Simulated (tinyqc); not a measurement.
Yield over energy: physical sputtering: collision-cascade yield, angular dependence, faceting and resputtering in deposition. Computed by tinyqc, a small Python program. Command: `OMP_NUM_THREADS=1 python tinyqc.py 3030855 3030856 out.jsonl sputter walk`. One thread of a shared host (Intel(R) Xeon(R) Processor @ 2.30GHz), about 0.01 s of CPU time with the checks.

Ions start collision cascades; atoms that reach the surface with more than U leave. The target is amorphous or fine-grained.

Inputs (values chosen for the exercise, modelled on argon ions on tungsten):
```
quantity                  value     unit
ion Z1                       18        -
ion mass M1               39.95        u
target Z2                    74        -
target mass M2            183.8        u
surface binding energy U    8.9       eV
target density N           63.2   1/nm^3
fit factor Q                0.7        -
ion energy E               2700       eV
current density J          0.91  mA/cm^2
```

Constants: e = 1.602176634e-19 C.

Method. gamma = 4 M1 M2/(M1 + M2)^2; threshold E_th = 6.7 U/gamma for M1 >= M2, else U (1 + 5.7 M1/M2)/gamma. eps = 0.03255 M2 E/(Z1 Z2 (M1 + M2) z), z = (Z1^(2/3) + Z2^(2/3))^(1/2), E in eV; s_n = 3.441 sqrt(eps) ln(eps + 2.718)/(1 + 6.355 sqrt(eps) + eps (6.882 sqrt(eps) - 1.708)); S_n = 84.78 Z1 Z2 M1 s_n/((M1 + M2) z) in eV angstrom^2; alpha = 0.249 (M2/M1)^0.56 + 0.0035 (M2/M1)^1.5 for M1 <= M2, else 0.0875 (M2/M1)^(-0.15) + 0.165 M2/M1; Y0 = 0.042 Q alpha S_n/U [1 - sqrt(E_th/E)]^2.5 (the electronic-loss factor of the full formula is dropped). Erosion rate = Y0 J/(e N); 1 cm^2 = 1e14 nm^2.

threshold E_th = 33.9652 eV

Normal incidence:
```
E (eV)         eps  S_n (eV angstrom^2)          Y0  Y0 per keV
50      2.0280e-04                183.1  4.8587e-03     0.09717
100     4.0560e-04                250.4  5.7653e-02     0.57653
200     8.1120e-04                338.5  1.8368e-01     0.91838
300     1.2168e-03                401.0  2.9446e-01     0.98152
500     2.0280e-03                492.2  4.7376e-01     0.94752
1000    4.0560e-03                638.8  7.8601e-01     0.78601
2000    8.1120e-03                809.8  1.1696e+00     0.58481
5000    2.0280e-02               1063.9  1.7569e+00     0.35138
10000   4.0560e-02               1263.8  2.2270e+00     0.22270
30000   1.2168e-01               1546.1  2.9061e+00     0.09687
100000  4.0560e-01               1658.3  3.2411e+00     0.03241
```

What follows from these numbers?

The yield per keV peaks at 300 eV among these rows, 9 times the threshold, the most economical range for removing atoms. Y0 varies as E^3.57 between the first rows and as E^0.09 at the end, where nuclear stopping is flattening. Caution: the electronic-loss factor, dropped here, would lower the yields at the highest energies slightly.

Extremes, crossings and ranges named in words are read from the listed rows.
